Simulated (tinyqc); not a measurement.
Worked calculation: linear model of a band gap against the share of exact exchange. Values are carried at full precision from step to step, so a last printed digit may differ when a step is redone from the rounded ones.

E(alpha) = E0 + S alpha. A wider gap screens less, modelled in the Penn form eps(alpha) = 1 + (e0 - 1)(EP/(EP + S alpha))^2 with a scale EP chosen for the exercise. A dielectric-dependent hybrid takes alpha = 1/eps.

Values chosen for the exercise (of the order of those of SiO2; shifted at random, so the results belong to these values and not to a real crystal): E0 = 5.47 eV (gap of the semi-local functional); S = 9.5 eV (slope dE/d(alpha)); e0 = 2.46 (optical dielectric constant at alpha = 0); EP = 30.1 eV (energy scale of the screening); Et = 9 eV (target gap); a_start = 0.25 (starting alpha); fv = 0.58 (share of the opening taken by the valence edge); Ed = 3.72 eV (defect level above the semi-local valence top); cd = 0.19 (shift of the level per unit opening, on the scale of the mean potential).

## Fixed shares

Gap, error against the target and eps for alpha = 0, 0.25 and 1/e0; and the alpha that meets the target, (Et - E0)/S.

Results:

| alpha | E (eV) | E - Et (eV) | eps |
|---|---|---|---|
| 0.0000 | 5.470 | -3.530 | 2.460 |
| 0.2500 | 7.845 | -1.155 | 2.254 |
| 0.4065 | 9.332 | 0.332 | 2.147 |

alpha for the target = 0.3716

A quarter of exact exchange falls short of the target by 1.16 eV: the material needs 0.372, and 1/e0 = 0.407 lies closer to it than 0.25 does.

## Self-consistent share

Iterate alpha -> 1/eps(alpha) seven times from a_start. The fixed point solves alpha eps(alpha) = 1; the contraction factor there is 2 (eps - 1) S/((EP + S alpha) eps^2).

Iterates:

| step | alpha | eps | E (eV) |
|---|---|---|---|
| 0 | 0.25000 | 2.2543 | 7.8450 |
| 1 | 0.44360 | 2.1234 | 9.6842 |
| 2 | 0.47094 | 2.1066 | 9.9439 |
| 3 | 0.47470 | 2.1043 | 9.9797 |
| 4 | 0.47521 | 2.1040 | 9.9845 |
| 5 | 0.47529 | 2.1040 | 9.9852 |
| 6 | 0.47530 | 2.1040 | 9.9853 |
| 7 | 0.47530 | 2.1039 | 9.9853 |

fixed point = 0.47530
contraction factor = 0.1369

The factor is positive, so the iterates approach from one side, the error shrinking to 0.14 of itself each step; the gap is within 0.01 eV of its limit from step 3. Self-consistency moves the gap by +0.654 eV against the one-shot choice 1/e0, since a wider gap screens less.

## Band edges and a deep level

The opening c = S alpha lowers the valence top by fv c and raises the conduction edge by (1 - fv) c, both against the mean potential; the level moves by cd c. Use the fixed point. Compare with stretching the level in proportion to the gap and with pinning it to either edge.

opening c = 4.515 eV

shifts of the valence and conduction edges (eV): -2.619  1.896

level above the valence top = 7.197 eV
level below the conduction edge = 2.789 eV

level above the valence top: stretched, tied to the valence edge, tied to the conduction edge (eV): 6.791  3.720  8.235

The three recipes err by -0.41, -3.48 and +1.04 eV against alignment through the mean potential. With cd = 0.19 the level moves with the conduction edge, by 0.45 times as much as that edge.

## Checks

- Fixed point by bisection against 60 substitutions: both 0.47530.

Run: tinyqc, `OMP_NUM_THREADS=1 python tinyqc.py 1880706 1880707 out.jsonl`; Intel(R) Xeon(R) Processor @ 2.30GHz, one thread, shared host; about 0.01 s of CPU time with all checks.
